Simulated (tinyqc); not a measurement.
Free and trapped electrons in a MOS channel with a dense trap tail: one step of the calculation.

p-type body, charge-sheet picture, full ionisation (an idealisation for deep acceptors), Boltzmann statistics for free electrons. e = Ec - EF at the surface. Acceptor-like traps of density D(E) = D0 + De exp(-E/Ew) at depth E below Ec, from 0 to Eu, hold n_t = integral of D(E)/(1 + exp((e - E)/Vt)). psi = Eg - Vt ln(Nv/Na) - e; N_dep = sqrt(2 eps0 eps_r Na (psi - Vt)/q); n_f = sqrt(N_dep^2 + 2 eps0 eps_r Vt Nc exp(-e/Vt)/q) - N_dep; Vg = Vfb + psi + q (N_dep + n_t + n_f)/Cox, Cox = eps0 eox/tox.

Question. Trapped charge. Trapezoid rule on 15 equal steps from 0 to Eu, f = 1/(1 + exp((e - E)/Vt)).

Inputs (values chosen for the exercise); band and dielectric values close to those of gallium nitride: temperature T = 475 K; constant background density of acceptor-like traps D0 = 3.7e10 cm^-2 eV^-1; density of the tail at the conduction edge De = 5.5e13 cm^-2 eV^-1; decay energy of the tail Ew = 0.12 eV; depth below Ec down to which the traps reach Eu = 0.9 eV; Ec - EF at the surface e = 0.079 eV.

Constants: q = 1.602176634e-19 C, kB = 1.380649e-23 J/K, Vt = kB T/q. Results are converted to the units shown.

Wanted: E; D(E) f; n_t.

Answer.

| point | E (eV) | D(E) f (cm^-2 eV^-1) |
|---|---|---|
| 0 | 0 | 6.976e12 |
| 1 | 0.06000 | 1.289e13 |
| 2 | 0.1200 | 1.483e13 |
| 3 | 0.1800 | 1.135e13 |
| 4 | 0.2400 | 7.337e12 |
| 5 | 0.3000 | 4.531e12 |
| 6 | 0.3600 | 2.772e12 |
| 7 | 0.4200 | 1.697e12 |
| 8 | 0.4800 | 1.044e12 |
| 9 | 0.5400 | 6.480e11 |
| 10 | 0.6000 | 4.076e11 |
| 11 | 0.6600 | 2.618e11 |
| 12 | 0.7200 | 1.733e11 |
| 13 | 0.7800 | 1.197e11 |
| 14 | 0.8400 | 8.715e10 |
| 15 | 0.9000 | 6.742e10 |

n_t = 3.700e12 cm^-2

Numbers from tinyqc (`OMP_NUM_THREADS=1 python tinyqc.py 2222201 2222202 out.jsonl`; about 0.02 s on one thread of a shared Intel Xeon 2.30GHz).
